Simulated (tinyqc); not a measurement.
## Avrami exponent and activation energy from three anneals

Problem. Isothermal crystallisation follows X = 1 - exp(-(k t)^n) with k proportional to exp(-Ec q/(kB T)). Find n, k at both temperatures and Ec.

Constants: q = 1.602176634e-19 C, kB = 1.380649e-23 J/K. Results are converted to the units shown.

X at (446 K, 890 s), (446 K, 1780 s) and (466 K, 34 s): [0.37004927, 0.72938410, 0.51418575]

Answer. -ln(1 - X) = (k t)^n: the two times give n, and the two rates give Ec.

n = 1.500
k at 446 K = 6.716e-4 1/s
k at 466 K = 0.02367 1/s
Ec = 3.190 eV

Program tinyqc, `OMP_NUM_THREADS=1 python tinyqc.py 2490029 2490030 out.jsonl`; Intel Xeon 2.30GHz, shared host, one thread, about 0.02 s.
